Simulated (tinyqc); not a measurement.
Capacitances against the relative permittivity between the lines.

Endless row of lines of width wl, height tl and space sl between grounded planes at distance hd; e2 fills the gaps beside the lines, e1 the rest. Laplace's equation is solved on meshes of 3, 6 and 12 steps per unit u and extrapolated (Aitken), which is good to about 0.2 %. C_even (all lines at 1 V) is the capacitance Cg to the planes; C_odd (neighbours in antiphase) = Cg + 4 Cc if only nearest neighbours couple, which defines Cc; total with quiet neighbours Cg + 2 Cc. Plate values 2 eps0 e1 wl/hd and eps0 e2 tl/sl.

Parameters, values chosen for the exercise:
```
symbol  value  unit                                          meaning
e1        2.4        relative permittivity above and below the lines
wl          6     u                           line width, in units u
tl         12     u                                      line height
sl          8     u                              space between lines
hd          4     u                           distance to each plane
```

Constants: eps0 = 8.8541878128e-12 F/m. Results are converted to the units shown.

The same in every row: plate Cg (aF/um) = 63.8.

Capacitances against the relative permittivity between the lines:

| e2 | Cg (aF/um) | Cc (aF/um) | Cg + 2 Cc (aF/um) | C_odd (aF/um) | plate Cc (aF/um) | share of coupling, 2 Cc/(Cg + 2 Cc) (%) |
|---|---|---|---|---|---|---|
| 1 | 114 | 11.7 | 138 | 161 | 13.3 | 17.0 |
| 1.5 | 119 | 17.6 | 154 | 189 | 19.9 | 22.8 |
| 2 | 123 | 23.6 | 170 | 217 | 26.6 | 27.8 |
| 2.5 | 125 | 29.7 | 185 | 244 | 33.2 | 32.2 |
| 3 | 128 | 35.9 | 199 | 271 | 39.8 | 36.1 |
| 3.9 | 131 | 47.3 | 225 | 320 | 51.8 | 42.0 |
| 5 | 133 | 61.4 | 256 | 379 | 66.4 | 48.0 |
| 7 | 137 | 87.4 | 311 | 486 | 93.0 | 56.1 |

Read the table: what changes, and by how much?

As e2 goes from 1 to 7, Cg rises from 114 to 137 aF/um, Cc rises from 11.7 to 87.4 aF/um and the share of coupling rises from 17.0 to 56.1 %. Cg is 1.80 times its plate value in the first row and 2.14 times in the last; for Cc the ratios are 0.884 and 0.940. Neighbours in antiphase raise the load by a factor of 1.17 and 1.56 over quiet ones.

Program tinyqc, `OMP_NUM_THREADS=1 python tinyqc.py 2790133 2790134 out.jsonl`; Intel Xeon 2.30GHz, shared host, one thread, about 1 s.
